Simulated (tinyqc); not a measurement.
From results back to parameters: donor-acceptor pair recombination. Five cases, with inputs chosen for the exercise.

Problem. The lines of two shells were computed from hidden eps and ED + EA.

h nu = Eg - ED - EA + q/(eps R), q = e^2/(4 pi eps0); shell j lies at R = a_lat sqrt(j/2) for the same sublattice and a_lat sqrt(j/2 - 5/16) for opposite ones (on the same sublattice shells 14, 30, 46, 56, 62, ... are empty, where 2j has the form 4^a (8b + 7)); rate W = W0 exp(-2R/aD) with the donor radius aD = q/(2 eps ED). Polarisation and overlap terms, which matter for close pairs, are left out.

Constants: e^2/(4 pi eps0) = 14.39964547 eV angstrom.

Case 1.

Values chosen (near those of impurities in GaAs; not measured data): a_lat = 5.653 angstrom (lattice constant); Eg = 1.514 eV (gap); kind = same (sublattices of donor and acceptor); j12 = (4809, 23391) (two shells).

h nu (eV): 1.486658  1.484440

Case 2.

Values chosen (near those of impurities in Ge; not measured data): a_lat = 5.658 angstrom (lattice constant); Eg = 0.75 eV (gap); kind = opposite (sublattices of donor and acceptor); j12 = (548, 636) (two shells).

h nu (eV): 0.737061  0.736353

Case 3.

Values chosen (near those of impurities in 3C SiC; not measured data): a_lat = 4.36 angstrom (lattice constant); Eg = 2.409 eV (gap); kind = same (sublattices of donor and acceptor); j12 = (300, 374) (two shells).

h nu (eV): 2.155100  2.152198

Case 4.

Values chosen (near those of impurities in Si; not measured data): a_lat = 5.431 angstrom (lattice constant); Eg = 1.173 eV (gap); kind = same (sublattices of donor and acceptor); j12 = (32, 92) (two shells).

h nu (eV): 1.135844  1.111992

Case 5.

Values chosen (near those of impurities in 3C SiC; not measured data): a_lat = 4.36 angstrom (lattice constant); Eg = 2.368 eV (gap); kind = opposite (sublattices of donor and acceptor); j12 = (223, 527) (two shells).

h nu (eV): 2.102590  2.091288

Find: R; eps; ED + EA.

Solution. h nu against 1/R is a line of slope q/eps and intercept Eg - ED - EA.

Case 1.

R (angstrom): 277.20  611.35

eps = 12.8
ED + EA = 31 meV

Case 2.

R (angstrom): 93.60  100.85

eps = 15.6
ED + EA = 23 meV

Case 3.

R (angstrom): 53.40  59.62

eps = 9.7
ED + EA = 282 meV

Case 4.

R (angstrom): 21.72  36.83

eps = 11.4
ED + EA = 95 meV

Case 5.

R (angstrom): 45.97  70.73

eps = 9.7
ED + EA = 298 meV

Computed by tinyqc, one run a case: `OMP_NUM_THREADS=1 python tinyqc.py N N+1 out.jsonl` with N = 1251758, 1251846, 1251967, 1251986, 1252074; one thread of a shared Intel(R) Xeon(R) Processor @ 2.30GHz, about 0.04 s a run at most.
